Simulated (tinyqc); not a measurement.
Inside a calculation. Model: capacitance of parallel on-chip lines from Laplace's equation on a mesh.

Numbers from tinyqc (`OMP_NUM_THREADS=1 python tinyqc.py 2790110 2790111 out.jsonl`; about 0.5 s on one thread of a shared Intel Xeon 2.30GHz). Printed values are rounded.

Cross-section of an endless row of equal lines between two grounded planes; neighbours are driven in antiphase (+1 V and -1 V), so the plane midway between two lines is at 0 V. By symmetry one quarter is solved: x runs from the centre of a line (column 0, mirror) to that midplane (column 5, 0 V), y from the mid-height of the line (row 0, mirror) to the ground plane (row 3, 0 V). The line fills columns 0 to 2 and rows 0 to 1 at 1 V. Cells beside the line (below row 1) have e2, cells above have e1. Each link between nodes has the conductance g = mean permittivity of the two cells beside it (a cell beyond a mirror counts as 0), and the free nodes obey sum g (V_neighbour - V) = 0.

Parameters, values chosen for the exercise:

| symbol | value | unit | meaning |
|---|---|---|---|
| e1 | 3 |  | relative permittivity above and below the lines |
| e2 | 2.7 |  | relative permittivity between the lines |
| om | 1.2 |  | over-relaxation factor |

Constants: eps0 = 8.8541878128e-12 F/m. Results are converted to the units shown.

## Link conductances

gx[j, i] joins node (row j, column i) to column i + 1, gy[j, i] to row j + 1.

gx:
```
	col 0	col 1	col 2	col 3	col 4
row 0	1.35	1.35	1.35	1.35	1.35
row 1	2.85	2.85	2.85	2.85	2.85
row 2	3	3	3	3	3
row 3	1.5	1.5	1.5	1.5	1.5
```

gy:
```
	col 0	col 1	col 2	col 3	col 4	col 5
row 0	1.35	2.7	2.7	2.7	2.7	1.35
row 1	1.5	3	3	3	3	1.5
row 2	1.5	3	3	3	3	1.5
```

## Iteration 1: relaxation sweep

V at the start (V):
```
	col 0	col 1	col 2	col 3	col 4	col 5
row 0	1	1	1	0	0	0
row 1	1	1	1	0	0	0
row 2	0	0	0	0	0	0
row 3	0	0	0	0	0	0
```

One sweep visits the free nodes row by row from row 0, left to right, and replaces V by V + om (weighted mean of the neighbours - V), using new values at once.

V after sweep 1 (V):
```
	col 0	col 1	col 2	col 3	col 4	col 5
row 0	1.00000	1.00000	1.00000	0.30000	0.09000	0.00000
row 1	1.00000	1.00000	1.00000	0.38526	0.14116	0.00000
row 2	0.30000	0.39000	0.41700	0.24068	0.11455	0.00000
row 3	0.00000	0.00000	0.00000	0.00000	0.00000	0.00000
```

## Iteration 2: relaxation sweep

As before.

V after sweep 2 (V):
```
	col 0	col 1	col 2	col 3	col 4	col 5
row 0	1.00000	1.00000	1.00000	0.49816	0.21614	0.00000
row 1	1.00000	1.00000	1.00000	0.48288	0.21424	0.00000
row 2	0.47400	0.48930	0.43559	0.26177	0.11989	0.00000
row 3	0.00000	0.00000	0.00000	0.00000	0.00000	0.00000
```

## Course of the relaxation

Stop when no node changes by 1e-7 V. C = 4 eps0 sum g (difference of V along the link)^2, in aF/um.

Course of the iteration:
```
sweep	C (aF/um)	largest change (V)
1	231.309	0.417
2	212.956	0.198
3	212.097	0.0568
4	212.057	0.0145
5	212.056	1.60e-3
6	212.056	3.12e-4
7	212.056	1.04e-4
8	212.056	1.89e-5
9	212.056	4.97e-6
10	212.056	3.23e-7
11	212.056	2.42e-7
12	212.056	2.46e-8
```

Converged in 12 sweeps. Over the last four sweeps the change shrinks by about 0.19 a sweep. C comes down from above, since the solution minimises the energy.

## Capacitance per length

converged V (V):
```
	col 0	col 1	col 2	col 3	col 4	col 5
row 0	1.00000	1.00000	1.00000	0.56752	0.25130	0.00000
row 1	1.00000	1.00000	1.00000	0.50939	0.21883	0.00000
row 2	0.49104	0.48208	0.43728	0.26703	0.12147	0.00000
row 3	0.00000	0.00000	0.00000	0.00000	0.00000	0.00000
```

C = 4 eps0 sum g (difference of V)^2 over all links (twice the energy of the four quarters, line at 1 V). Plate estimate without fringing: eps0 [2 e1 w/hd + 2 e2 t/(s/2)], w = 4 hx, t = 2 hx, s/2 = 3 hx, hd = 2 hx.

C = 212.056 aF/um
plate estimate = 138.125 aF/um

C depends on the shape only, not on the mesh step hx. Meshes 6, 12 and 24 times finer extrapolate (Aitken) to 198.7 aF/um; this mesh is 6.7 % above that, and the plate estimate is 30 % below it.
